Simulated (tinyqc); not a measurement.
From one set of inputs to another, one input at a time: donor or exciton in a quantum well (variational effective-mass method). Computed by tinyqc, a small Python program. Command: `OMP_NUM_THREADS=1 python tinyqc.py 3016890 3016891 out.jsonl welldonor ladder`. One thread of a shared host (Intel(R) Xeon(R) Processor @ 2.30GHz), about 0.1 s of CPU time with the checks.

Electron and hole in their lowest subbands f(z) = cos(pi z/L); relative in-plane motion exp(-rho/lambda) (separable trial function), H = -nabla_rho^2 - 2/sqrt(rho^2 + (z_e - z_h)^2) in effective units. Mass and screening are the same in well and barrier; l = L/a* is the width in effective units. Bands are flat: no polarisation or applied field.

The inputs printed are set A. Inputs not listed in the table keep their values of set A, so the rows need not describe a real material.

Inputs (values chosen for the exercise, for a model semiconductor):
```
quantity                 value  unit
electron mass m          0.185   m_0
dielectric constant eps   8.16     -
well width L               6.2    nm
in-plane hole mass m_h   0.317   m_0
```

Centre: exciton. Barriers: infinite.

Constants: Ry = 13.605693123 eV; a_0 = 0.529177210903 angstrom.

Method:
- mu = m m_h/(m + m_h) takes the place of m; Ry* = Ry m/eps^2, a* = a_0 eps/m; l = L/a*.
- k = pi/l; f = cos(k z) inside and zero outside.
- Binding E_b(lambda) = -1/lambda^2 + (8/lambda^2) int_0^l P(z) g(z) dz, with P(z) = (2/l) [(1 - z/l)(1 + cos(2 pi z/l)/2) + (3/(4 pi)) sin(2 pi z/l)] the distribution of |z_e - z_h| and g(z) = int_z^infinity exp(-2 sqrt(r^2 - z^2)/lambda) dr = int_0^infinity exp(-2 rho/lambda) rho/sqrt(rho^2 + z^2) d rho; 40 Gauss-Legendre points in z and 40 in t with rho = lambda t/(1 - t).
- Golden-section search for the maximum over lambda from 0.3 to 4, 40 steps.

Each row keeps all changes above it:
```
input moved                    from      to  binding energy (meV)  radius lambda a* (nm)  binding in Ry*
set A                             -       -                39.989                 3.8081          1.6752
well width L (nm)               6.2     4.1                47.408                 3.3446          1.9860
electron mass m (m_0)         0.185  0.0654                28.456                 5.8785          2.5687
in-plane hole mass m_h (m_0)  0.317   0.142                24.763                 6.8193          2.7065
dielectric constant eps        8.16    12.8                11.180                 9.7957          3.0066
```

Binding energy goes from 40.0 to 11.2, a factor 0.280 in all. The largest single move comes from dielectric constant eps (a factor 0.451), and well width L works against it (a factor 1.19). Radius lambda a* goes from 3.81 to 9.80, a factor 2.57 in all. The largest single move comes from electron mass m (a factor 1.76), and well width L works against it (a factor 0.878). Binding in Ry* goes from 1.68 to 3.01, a factor 1.79 in all. The largest single move comes from electron mass m (a factor 1.29). The single moves hold for this order of the switches; the total does not depend on the order.

Caution (rows well width L, electron mass m, in-plane hole mass m_h, dielectric constant eps): so narrow a well has large confinement energy, where non-parabolicity and barrier penetration matter.

Extremes, crossings and ranges named in words are read from the listed rows.
